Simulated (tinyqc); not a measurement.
Surface Green function of a zigzag honeycomb ribbon two chains wide, Sancho-Rubio decimation: densities of states against energy.

A semi-infinite lead of cells 0, 1, 2, ... with H0 inside a cell and H1 = <cell i|H|cell i + 1>. Cell of four sites joined 1-2-3-4 by -t; site 2 joins site 1 of the next cell and site 3 joins site 4 of the next cell. z = E + i eta.

Start with e_s = e = H0, a = H1, b = H1^dagger. Each round: g = (z - e)^(-1); e_s <- e_s + a g b; e <- e + a g b + b g a; a <- a g a; b <- b g b (all with the old a, b). Round k joins cells 2^k apart. Stop when the largest entry of the matrices a and b is below 1e-12 eV; g_s = (z - e_s)^(-1), bulk (z - e)^(-1), density of states -Im Tr/pi. Here eta = 0.0001 eV. Open modes are the crossings of E with the bands of H0 + H1 exp(ik) + H1^dagger exp(-ik) for 0 < k < pi.

H0 (eV):
```
      1     2     3     4
1     0  -2.5     0     0
2  -2.5     0  -2.5     0
3     0  -2.5     0  -2.5
4     0     0  -2.5     0
```

H1 (eV):
```
      1  2  3     4
1     0  0  0     0
2  -2.5  0  0     0
3     0  0  0  -2.5
4     0  0  0     0
```

Densities of states against energy:
```
E (eV)  open modes  rounds  surface (1/eV)  bulk (1/eV)
-7.04            0       5        1.201e-5     2.274e-5
-5.76            1      19          0.3014       0.2656
-4.48            1      20          0.2863       0.1719
-3.2             2      19          0.3830       0.4290
-1.92            1      20          0.2496       0.1705
-0.64            1      19          0.2882       0.1770
0.64             1      19          0.2882       0.1770
1.92             1      20          0.2496       0.1705
3.2              2      19          0.3830       0.4290
4.48             1      20          0.2863       0.1719
5.76             1      19          0.3014       0.2656
7.04             0       5        1.201e-5     2.274e-5
```

What does the table show?

The bands of the infinite lead run over -6.40 to -2.50, -3.90 to 0, 0 to 3.90, 2.50 to 6.40 eV. The rounds lie between 5 and 20, 5.0 on average outside the bands and 19.4 inside. The surface density of states is largest at E = -3.2 and 3.2 eV among the rows (0.383 1/eV, bulk 0.429).

Computed by the program tinyqc: `OMP_NUM_THREADS=1 python tinyqc.py 2680018 2680019 out.jsonl`, one thread of a shared Intel Xeon 2.30GHz, about 0.05 s for the whole run.
